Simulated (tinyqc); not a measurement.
Worked calculation: RKS/BLYP in the 6-31g basis, for H3-, spin multiplicity 1. The basis has no diffuse functions, so it cannot describe the extra electron: this is an exercise in the method, not the real anion. One step of it, computed by the program tinyqc.

Task: Iteration 1: building the Kohn-Sham matrix. J_ij = sum D_kl (ij|kl); F = H + J + V_xc; E = tr D H + tr D J / 2 + E_xc + E_nn.

D at the start, order 1H 1s, 1H 2s, 2H 1s, 2H 2s, 3H 1s, 3H 2s:
```
[[0.363101, 0.393103, -0.010010, 0.002897, -0.010011, 0.002898],
 [0.393103, 0.426431, 0.001360, 0.016914, 0.001360, 0.016916],
 [-0.010010, 0.001360, 0.362488, 0.393674, -0.011124, 0.002442],
 [0.002897, 0.016914, 0.393674, 0.428681, 0.002440, 0.018994],
 [-0.010011, 0.001360, -0.011124, 0.002440, 0.362487, 0.393675],
 [0.002898, 0.016916, 0.002442, 0.018994, 0.393675, 0.428683]]
```

core Hamiltonian H = T + V (hartree), order 1H 1s, 1H 2s, 2H 1s, 2H 2s, 3H 1s, 3H 2s:
```
[[-1.332021, -1.179527, -0.638162, -0.833172, -0.637952, -0.833066],
 [-1.179527, -1.329452, -0.818183, -1.103855, -0.818056, -1.103769],
 [-0.638162, -0.818183, -1.279269, -1.147631, -0.503840, -0.746028],
 [-0.833172, -1.103855, -1.147631, -1.301682, -0.746006, -1.043538],
 [-0.637952, -0.818056, -0.503840, -0.746006, -1.279186, -1.147582],
 [-0.833066, -1.103769, -0.746028, -1.043538, -1.147582, -1.301642]]
```

Two-electron integrals (ij|kl) in chemists' order, unique and non-zero (hartree):
```
(11|11) 1.076566   (21|11) 0.578470   (21|21) 0.329423   (22|11) 0.587396
(22|21) 0.361304   (22|22) 0.453150   (31|11) 0.215866   (31|21) 0.125621
(31|22) 0.141802   (31|31) 0.065266   (32|11) 0.246033   (32|21) 0.152926
(32|22) 0.193506   (32|31) 0.086156   (32|32) 0.131899   (33|11) 0.527501
(33|21) 0.337048   (33|22) 0.445762   (33|31) 0.215866   (33|32) 0.358111
(33|33) 1.076566   (41|11) 0.358111   (41|21) 0.205162   (41|22) 0.227167
(41|31) 0.086156   (41|32) 0.107878   (41|33) 0.246033   (41|41) 0.131899
(42|11) 0.412260   (42|21) 0.255947   (42|22) 0.327812   (42|31) 0.115339
(42|32) 0.168808   (42|33) 0.412260   (42|41) 0.168808   (42|42) 0.259746
(43|11) 0.337048   (43|21) 0.213890   (43|22) 0.282836   (43|31) 0.125621
(43|32) 0.205162   (43|33) 0.578470   (43|41) 0.152926   (43|42) 0.255947
(43|43) 0.329423   (44|11) 0.445762   (44|21) 0.282836   (44|22) 0.381447
(44|31) 0.141802   (44|32) 0.227167   (44|33) 0.587396   (44|41) 0.193506
(44|42) 0.327812   (44|43) 0.361304   (44|44) 0.453150   (51|11) 0.215769
(51|21) 0.125567   (51|22) 0.141744   (51|31) 0.052261   (51|32) 0.065670
(51|33) 0.146336   (51|41) 0.081006   (51|42) 0.105457   (51|43) 0.092616
(51|44) 0.120305   (51|51) 0.065214   (52|11) 0.245974   (52|21) 0.152891
(52|22) 0.193469   (52|31) 0.065682   (52|32) 0.091473   (52|33) 0.210554
(52|41) 0.100047   (52|42) 0.148674   (52|43) 0.133847   (52|44) 0.177900
(52|51) 0.086108   (52|52) 0.131861   (53|11) 0.119939   (53|21) 0.074863
(53|22) 0.094445   (53|31) 0.040637   (53|32) 0.060200   (53|33) 0.155350
(53|41) 0.052459   (53|42) 0.080544   (53|43) 0.091345   (53|44) 0.104816
(53|51) 0.040623   (53|52) 0.060193   (53|53) 0.036504   (54|11) 0.207198
(54|21) 0.130129   (54|22) 0.168209   (54|31) 0.059998   (54|32) 0.087033
(54|33) 0.206796   (54|41) 0.087169   (54|42) 0.134874   (54|43) 0.129856
(54|44) 0.167974   (54|51) 0.074178   (54|52) 0.116681   (54|53) 0.057250
(54|54) 0.106574   (55|11) 0.527428   (55|21) 0.337007   (55|22) 0.445728
(55|31) 0.146377   (55|32) 0.210575   (55|33) 0.479658   (55|41) 0.223052
(55|42) 0.348725   (55|43) 0.309702   (55|44) 0.422030   (55|51) 0.215769
(55|52) 0.358057   (55|53) 0.155350   (55|54) 0.320254   (55|55) 1.076566
(61|11) 0.358057   (61|21) 0.205132   (61|22) 0.227133   (61|31) 0.081029
(61|32) 0.100055   (61|33) 0.223047   (61|41) 0.129337   (61|42) 0.163902
(61|43) 0.140738   (61|44) 0.183759   (61|51) 0.086108   (61|52) 0.107842
(61|53) 0.052453   (61|54) 0.092215   (61|55) 0.245974   (61|61) 0.131861
(62|11) 0.412215   (62|21) 0.255919   (62|22) 0.327779   (62|31) 0.105489
(62|32) 0.148687   (62|33) 0.348715   (62|41) 0.163908   (62|42) 0.245603
(62|43) 0.220538   (62|44) 0.295046   (62|51) 0.115284   (62|52) 0.168768
(62|53) 0.080539   (62|54) 0.148753   (62|55) 0.412215   (62|61) 0.168768
(62|62) 0.259701   (63|11) 0.207215   (63|21) 0.130138   (63|22) 0.168217
(63|31) 0.074208   (63|32) 0.116697   (63|33) 0.320254   (63|41) 0.092233
(63|42) 0.148767   (63|43) 0.183727   (63|44) 0.203879   (63|51) 0.059979
(63|52) 0.087023   (63|53) 0.057250   (63|54) 0.083905   (63|55) 0.206796
(63|61) 0.087163   (63|62) 0.134868   (63|63) 0.106574   (64|11) 0.341778
(64|21) 0.215148   (64|22) 0.284615   (64|31) 0.100470   (64|32) 0.152980
(64|33) 0.379841   (64|41) 0.143864   (64|42) 0.232585   (64|43) 0.236294
(64|44) 0.304038   (64|51) 0.100433   (64|52) 0.152960   (64|53) 0.081161
(64|54) 0.141400   (64|55) 0.379841   (64|61) 0.143845   (64|62) 0.232568
(64|63) 0.141400   (64|64) 0.228123   (65|11) 0.337007   (65|21) 0.213868
(65|22) 0.282816   (65|31) 0.092643   (65|32) 0.133861   (65|33) 0.309702
(65|41) 0.140743   (65|42) 0.220546   (65|43) 0.198503   (65|44) 0.269161
(65|51) 0.125567   (65|52) 0.205132   (65|53) 0.091345   (65|54) 0.183727
(65|55) 0.578470   (65|61) 0.152891   (65|62) 0.255919   (65|63) 0.129856
(65|64) 0.236294   (65|65) 0.329423   (66|11) 0.445728   (66|21) 0.282816
(66|22) 0.381428   (66|31) 0.120345   (66|32) 0.177922   (66|33) 0.422030
(66|41) 0.183773   (66|42) 0.295061   (66|43) 0.269161   (66|44) 0.367754
(66|51) 0.141744   (66|52) 0.227133   (66|53) 0.104816   (66|54) 0.203879
(66|55) 0.587396   (66|61) 0.193469   (66|62) 0.327779   (66|63) 0.167974
(66|64) 0.304038   (66|65) 0.361304   (66|66) 0.453150
```

nuclear repulsion = 1.56132277 hartree

V_xc (hartree), order 1H 1s, 1H 2s, 2H 1s, 2H 2s, 3H 1s, 3H 2s:
```
[[-0.582262, -0.317987, -0.145484, -0.207640, -0.145422, -0.207610],
 [-0.317987, -0.337621, -0.205611, -0.270539, -0.205588, -0.270517],
 [-0.145484, -0.205611, -0.577377, -0.313752, -0.106673, -0.184517],
 [-0.207640, -0.270539, -0.313752, -0.332324, -0.184524, -0.253746],
 [-0.145422, -0.205588, -0.106673, -0.184524, -0.577371, -0.313761],
 [-0.207610, -0.270517, -0.184517, -0.253746, -0.313761, -0.332323]]
```

E_xc = sum of w rho eps_xc = -1.42565602 hartree

Give: Coulomb J; Kohn-Sham matrix F; total energy of this density.

Result:

Coulomb J (hartree), order 1H 1s, 1H 2s, 2H 1s, 2H 2s, 3H 1s, 3H 2s:
```
[[2.429, 1.470, 0.663, 0.966, 0.663, 0.966],
 [1.470, 1.817, 0.954, 1.433, 0.954, 1.433],
 [0.663, 0.954, 2.379, 1.442, 0.497, 0.860],
 [0.966, 1.433, 1.442, 1.791, 0.860, 1.345],
 [0.663, 0.954, 0.497, 0.860, 2.379, 1.442],
 [0.966, 1.433, 0.860, 1.345, 1.442, 1.791]]
```

Kohn-Sham matrix F (hartree), order 1H 1s, 1H 2s, 2H 1s, 2H 2s, 3H 1s, 3H 2s:
```
[[0.514, -0.028, -0.120, -0.074, -0.120, -0.074],
 [-0.028, 0.150, -0.070, 0.058, -0.070, 0.058],
 [-0.120, -0.070, 0.522, -0.019, -0.114, -0.070],
 [-0.074, 0.058, -0.019, 0.157, -0.070, 0.048],
 [-0.120, -0.070, -0.114, -0.070, 0.522, -0.019],
 [-0.074, 0.058, -0.070, 0.048, -0.019, 0.157]]
```

total energy of this density = -1.55257 hartree

This density is the starting one; it is not idempotent, so its energy is not variational and may lie below the converged one.
